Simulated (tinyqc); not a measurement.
Adsorption as a lattice gas: isotherms with interactions, competition, desorption peaks and saturation dose: one step, computed by the program tinyqc. Command: `OMP_NUM_THREADS=1 python tinyqc.py 3015793 3015794 out.jsonl adsorb walk`. One thread of a shared host (Intel(R) Xeon(R) Processor @ 2.30GHz), about 0.2 s of CPU time with the checks.

One adsorbate per site; a molecule needs 1 empty site. Gas and surface have the same temperature.

Question. Flux and the Langmuir coverage. Flux F = p/sqrt(2 pi M k_B T); k_d = nu exp(-E/(k_B T)); s0 F (1 - theta) = N_s k_d theta, so y = s0 F/(N_s k_d), theta = y/(1 + y). With a second gas on the same sites theta = y/(1 + y + K_B p_B).

Inputs (values chosen for the exercise, for a model surface):
```
quantity                           value    unit
desorption energy E                0.812      eV
prefactor nu                       2e+13     1/s
site density N_s                     9.6  1/nm^2
molecular mass M                    90.7       u
sticking coefficient s0             0.17       -
temperature T                        349       K
pressure p                         0.041      Pa
blocking by a second gas, K_B p_B    2.6       -
```

Adsorption: molecular (first order).

Constants: u = 1.6605390666e-27 kg; k_B = 1.380649e-23 J/K; k_B = 8.617333262e-05 eV/K.

Give: flux F; k_d; y; Langmuir coverage; coverage with the second gas.

Answer.

flux F = 607.17 1/(nm^2 s)

k_d = 37.605 1/s

y = 0.28592

Langmuir coverage = 0.22235

coverage with the second gas = 0.073579
